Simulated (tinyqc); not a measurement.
Warping of the constant-energy contours: six-band Luttinger-Kohn model.

Six-band Luttinger-Kohn model in the basis |3/2,3/2>, |3/2,1/2>, |3/2,-1/2>, |3/2,-3/2>, |1/2,1/2>, |1/2,-1/2>, electron energies, zero at the top of the unstrained valence band. H = -[rows: (P+Q, -S, R, 0, -S/r2, r2 R); (-S*, P-Q, 0, R, -r2 Q, r32 S); (R*, 0, P-Q, S, r32 S*, r2 Q); (0, R*, S*, P+Q, -r2 R*, -S*/r2); (-S*/r2, -r2 Q, r32 S, -r2 R, P+Dso, 0); (r2 R*, r32 S*, r2 Q, -S/r2, 0, P+Dso)], r2 = sqrt(2), r32 = sqrt(3/2). Levels are twofold.

P = c g1 k^2 - av tr(e); Q = c g2 (kx^2 + ky^2 - 2 kz^2) - (b/2)(exx + eyy - 2 ezz); R = c sqrt3 [-g2 (kx^2 - ky^2) + 2i g3 kx ky] + (sqrt3/2) b (exx - eyy) - i d exy; S = 2 c sqrt3 g3 (kx - i ky) kz - d (exz - i eyz); c = hbar^2/2m0, e the strain tensor (not engineering shear).

Constants: hbar^2/2m0 = 3.80998211 eV angstrom^2.

Inputs chosen for the exercise (near those of GaP; not measured data): Dso = 0.078 eV (spin-orbit splitting); g1 = 4.04 (Luttinger gamma1); g2 = 0.49 (gamma2); g3 = 1.24 (gamma3); E_h = 20 meV (hole energy below the top).

No strain (e = 0). In the plane kz = 0, |k| where the top and second pairs lie E_h below the top, against the angle from [100]; m = c k^2/E_h.

Contours:

| angle (degrees) | k top (1/angstrom) | k second (1/angstrom) | m top (m0) | m second (m0) |
|---|---|---|---|---|
| 0 | 0.0414 | 0.0327 | 0.327 | 0.203 |
| 9 | 0.0427 | 0.0322 | 0.347 | 0.198 |
| 27 | 0.0506 | 0.0306 | 0.488 | 0.178 |
| 36 | 0.0555 | 0.0301 | 0.586 | 0.172 |
| 45 | 0.0578 | 0.0299 | 0.636 | 0.170 |

Give the missing row, angle (degrees) = 18.

Computed row:
```
angle (degrees)  k top (1/angstrom)  k second (1/angstrom)  m top (m0)  m second (m0)
18                           0.0460                 0.0313       0.403          0.187
```

The heavy contour reaches 1.395 times as far along [110] as along [100], the light one 0.914 times. The warping follows g3 - g2 = 0.75 and would vanish for g2 = g3. Along [100] the heavy mass is 1/(g1 - 2 g2) = 0.327 at any energy, while the light one is 0.2035, against 1/(g1 + 2 g2) = 0.1992 at the edge, for E_h/Dso = 0.26.

(tinyqc, `OMP_NUM_THREADS=1 python tinyqc.py 1080993 1080994 out.jsonl`, Intel(R) Xeon(R) Processor @ 2.30GHz, 1 thread, shared host, about 0.06 s.)
